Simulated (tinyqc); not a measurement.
Interdiffusion in a binary couple: Darken equations, Kirkendall shift and Boltzmann-Matano analysis: one step, computed by the program tinyqc. Command: `OMP_NUM_THREADS=1 python tinyqc.py 3020888 3020889 out.jsonl darken walk`. One thread of a shared host (Intel(R) Xeon(R) Processor @ 2.30GHz), about 0.01 s of CPU time with the checks.

x is the mole fraction of B; the molar volume is constant, and the two halves are long enough to count as infinite.

Task: Diffusivities at one composition. D*_i(x) = D*_i(0) exp(k x); thermodynamic factor Phi = 1 - 2 W x (1 - x)/(k_B T); intrinsic D_i = D*_i Phi; interdiffusion D~ = x D_A + (1 - x) D_B.

Inputs (values chosen for the exercise, for a model alloy A-B):
```
quantity                            value   unit
tracer diffusivity D*_A(0)          5e-14  m^2/s
tracer diffusivity D*_B(0)        2.4e-14  m^2/s
slope k of ln D* with x             -0.58      -
regular-solution parameter W        0.052     eV
temperature T                        1260      K
composition x for the local step     0.25      -
```

Vacancy-wind correction: none.

Constants: k_B = 8.617333262e-05 eV/K.

Give: thermodynamic factor Phi; intrinsic D_A; intrinsic D_B; interdiffusion coefficient D~ at the local x.

Result:

thermodynamic factor Phi = 0.8204

intrinsic D_A = 3.548e-14 m^2/s

intrinsic D_B = 1.703e-14 m^2/s

interdiffusion coefficient D~ at the local x = 2.164e-14 m^2/s

A positive W (tendency to separate) slows mixing: Phi is below 1.
